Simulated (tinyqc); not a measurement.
## Strained alloy layer of GaSb and GaAs on (001) InP, model-solid band line-up: transition against well width

The layer is x parts of the first compound and 1 - x of the second, grown coherently on the third as substrate and barrier. Rows of the table: lattice constant a, average valence level Ea on an absolute scale, spin-orbit splitting so, gaps at Gamma, X and L, hydrostatic deformation potentials av and ac (Gamma), shear potential b, elastic constants, electron and heavy-hole (along z) masses. All are interpolated linearly in x; gaps get -C x (1 - x), taken wholly in the conduction band; real line-ups can differ from this model by 0.1 eV or more.

In-plane strain e = (a_substrate - a)/a, e_z = -2 (c12/c11) e, volume change 2 e + e_z. With v = 2 e + e_z and d = 2 b (e_z - e): Eav = Ea + av v; E_hh = Eav + so/3 - d/2; E_lh = Eav - so/6 + d/4 + sqrt(so^2 + so d + 9 d^2/4)/2; E_c = Ea + so/3 + EG + ac v (Gamma). Substrate: E_v = Ea + so/3, E_c = E_v + EG. Well depths: dEc = E_c(substrate) - E_c, dEhh = E_hh - E_v(substrate), dElh likewise; strained Gamma gap E_c - max(E_hh, E_lh); positive values confine carriers in the layer. Lowest level of a finite well of width Lw and depth V: kw Lw/2 = arctan(sqrt((mw/mb)(V - E)/E)), kw = sqrt(mw E/C), C = hbar^2/(2 m0), for electrons (dEc) and heavy holes (dEhh), mb from the substrate; transition E_c - E_hh + both levels, without exciton binding; wavelength h c/E.

Values chosen for this exercise:
```
symbol  value  unit                                      meaning
x        0.46        fraction of the first compound in the layer
CG       1.43    eV                      bowing of the Gamma gap
CX        1.2    eV                          bowing of the X gap
CL        1.2    eV                          bowing of the L gap
```

Constants: q = 1.602176634e-19 C, hbar = 1.054571817e-34 J s, h = 6.62607015e-34 J s, m0 = 9.1093837015e-31 kg, c = 299792458 m/s, hbar^2/(2 m0) = 0.0380998212 eV nm^2. Results are converted to the units shown.

Binary compounds, values chosen for the exercise:
```
              close to GaSb  close to GaAs  close to InP
a (angstrom)          6.096          5.653         5.869
Ea (eV)               -6.25          -6.92         -7.04
so (eV)               0.753          0.343         0.109
EG (eV)               0.719           1.43          1.33
EX (eV)                1.04           1.89          2.22
EL (eV)               0.801           1.71          1.94
av (eV)               0.782           1.17          1.26
ac (eV)               -6.86          -7.25         -4.96
b (eV)                -1.99          -1.72          -1.7
c11 (GPa)              88.4            119           102
c12 (GPa)              39.8           53.2            56
me (m0)               0.039         0.0662        0.0802
mh (m0)                0.25          0.354         0.536
```

Transition against well width:
```
Lw (nm)  electron level (meV)  heavy-hole level (meV)  transition energy (eV)  wavelength (nm)
1.5                     28.51                   165.5                  0.9304             1333
2.1                     27.66                   110.9                  0.8750             1417
3                       26.08                   68.56                  0.8311             1492
4.3                     23.51                   40.07                  0.8000             1550
6.1                     20.02                   22.80                  0.7793             1591
8.7                     15.83                   12.43                  0.7647             1621
12                      11.98                   7.005                  0.7555             1641
18                      7.748                   3.317                  0.7475             1659
25                      5.109                   1.783                  0.7434             1668
```

What does the comparison show?

The wavelength rises from 1333 to 1668 nm, towards 1684 nm for E_c - E_hh alone. The electron level goes as Lw^(-0.09) in the thinnest wells, where it reaches 96.7 % of the depth dEc = 29.5 meV, and as Lw^(-1.27) in the widest. One monolayer (a/2) more shifts the transition by about -9.2 meV at Lw = 3 nm.

Program tinyqc, `OMP_NUM_THREADS=1 python tinyqc.py 2690072 2690073 out.jsonl`; Intel Xeon 2.30GHz, shared host, one thread, about 0.03 s.
